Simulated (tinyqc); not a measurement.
Worked calculation: sp3 tight binding, zinc-blende lattice. One step of it, computed by the program tinyqc.

Task: Levels at L. Diagonalise the Hermitian matrix.

H(k) at L (eV), order a s, a px, a py, a pz, c s, c px, c py, c pz:
```
[[-14.010000, 0.000000, 0.000000, 0.000000, -3.022006+3.022006i, -2.293108+2.293108i, -2.293108+2.293108i, -2.293108+2.293108i],
 [0.000000, -5.610000, 0.000000, 0.000000, 2.293108-2.293108i, 1.165631-1.165631i, -2.914077+2.914077i, -2.914077+2.914077i],
 [0.000000, 0.000000, -5.610000, 0.000000, 2.293108-2.293108i, -2.914077+2.914077i, 1.165631-1.165631i, -2.914077+2.914077i],
 [0.000000, 0.000000, 0.000000, -5.610000, 2.293108-2.293108i, -2.914077+2.914077i, -2.914077+2.914077i, 1.165631-1.165631i],
 [-3.022006-3.022006i, 2.293108+2.293108i, 2.293108+2.293108i, 2.293108+2.293108i, -14.010000, 0.000000, 0.000000, 0.000000],
 [-2.293108-2.293108i, 1.165631+1.165631i, -2.914077-2.914077i, -2.914077-2.914077i, 0.000000, -5.610000, 0.000000, 0.000000],
 [-2.293108-2.293108i, -2.914077-2.914077i, 1.165631+1.165631i, -2.914077-2.914077i, 0.000000, 0.000000, -5.610000, 0.000000],
 [-2.293108-2.293108i, -2.914077-2.914077i, -2.914077-2.914077i, 1.165631+1.165631i, 0.000000, 0.000000, 0.000000, -5.610000]]
```

Give: eigenvalues.

Result:

eigenvalues (eV): [-19.8017, -16.7209, -11.3796, -11.3796, -5.2192, 0.1596, 0.1596, 2.5017]
